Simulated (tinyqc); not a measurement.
Inside a calculation: density of states of one tight-binding band on the simple cubic lattice. Values are carried at full precision from step to step, so a last printed digit may differ when a step is redone from the rounded ones.

E(k) = -2 t (c1 + c2 + c3) - 4 t2 (c1 c2 + c2 c3 + c3 c1) with ci = cos(2 pi ki); k in fractions of the reciprocal vectors, mesh k_i = j/N with j = 0 .. N-1. Densities are per cell and per spin, so the band holds one state.

Parameters, chosen for this exercise:
- t = 2.08 eV (nearest hopping)
- t2 = 0.35 eV (second hopping)
- N = 4 (mesh points along each axis)
- bins = 6 (bins of the histogram)
- E_lo = -16.713 eV (lower end of the histogram)
- E_hi = 8.317 eV (upper end)
- E = 1.9 eV (energy at which the density is wanted)
- sigma = 0.208 eV (Gaussian width)

## Energies on the mesh

Evaluate the band at all 64 points and collect equal values.

Distinct energies:

| E_k (eV) | points |
|---|---|
| -16.6800 | 1 |
| -9.7200 | 6 |
| -4.1600 | 12 |
| -2.7600 | 3 |
| 0.0000 | 8 |
| 1.4000 | 12 |
| 4.1600 | 12 |
| 5.5600 | 3 |
| 6.9200 | 6 |
| 8.2800 | 1 |

The 64 points give 10 distinct energies between -16.6800 and 8.2800 eV; a dense mesh gives a band from -16.680 to 8.280 eV.

## Histogram

Count the points in equal bins from E_lo to E_hi; g = count/(all points x bin width).

Histogram:

| from (eV) | to (eV) | points | g (1/eV) |
|---|---|---|---|
| -16.7130 | -12.5413 | 1 | 0.0037 |
| -12.5413 | -8.3697 | 6 | 0.0225 |
| -8.3697 | -4.1980 | 0 | 0.0000 |
| -4.1980 | -0.0263 | 15 | 0.0562 |
| -0.0263 | 4.1453 | 20 | 0.0749 |
| 4.1453 | 8.3170 | 22 | 0.0824 |

Empty bins: 1 of 6; the fullest holds 22 points. Empty bins inside the band come from the coarse mesh, not from gaps.

## Gaussian broadening at one energy

Gaussian broadening: g(E) = mean over the mesh of exp(-(E - E_k)^2/(2 sigma^2))/(sigma sqrt(2 pi)), n(E) = mean of erfc((E_k - E)/(sigma sqrt 2))/2.

Sum over the distinct energies with their counts.

n(E) = 0.6547
g(E) = 0.0200 1/eV

## One tetrahedron of the mesh

For corner energies e1 <= e2 <= e3 <= e4 and eij = ei - ej, the share of the tetrahedron below E is n = (E - e1)^3/(e21 e31 e41) for e1 < E < e2; n = [e21^2 + 3 e21 x + 3 x^2 - (e31 + e42) x^3/(e32 e42)]/(e31 e41) with x = E - e2 for e2 < E < e3; n = 1 - (e4 - E)^3/(e41 e42 e43) for e3 < E < e4; its density of states is g = dn/dE.

corner energies, sorted (eV): -4.1600  0.0000  1.4000  4.1600

Find its share below E and its density of states at E.

n = 0.8792
g = 0.1604 1/eV

E lies between corners 3 and 4.

## Sum over all linear tetrahedra

Each cube of the mesh, corners numbered 0 to 7 as the binary number (i j l), is cut into six tetrahedra around the diagonal 0-7: 0137, 0157, 0237, 0267, 0457, 0467. For corner energies e1 <= e2 <= e3 <= e4 and eij = ei - ej, the share of the tetrahedron below E is n = (E - e1)^3/(e21 e31 e41) for e1 < E < e2; n = [e21^2 + 3 e21 x + 3 x^2 - (e31 + e42) x^3/(e32 e42)]/(e31 e41) with x = E - e2 for e2 < E < e3; n = 1 - (e4 - E)^3/(e41 e42 e43) for e3 < E < e4; its density of states is g = dn/dE.

Average n and g over all pieces of the mesh. The reference uses the same method with N = 36.

n(E) = 0.6225
g(E) = 0.0942 1/eV
reference n(E) = 0.574
reference g(E) = 0.073 1/eV

On this mesh the linear method errs by +0.021 1/eV in g and +0.049 in n; the Gaussian sum erred by -0.053 and +0.081.

## Checks

- States below the top of the band by the linear method against one: both 1.000000.

Computed by tinyqc, a small Python program: `OMP_NUM_THREADS=1 python tinyqc.py 1682628 1682629 out.jsonl` (the numbers bound the seed that draws the inputs); one thread of a shared host (Intel(R) Xeon(R) Processor @ 2.30GHz), about 0.2 s for the whole set of steps.
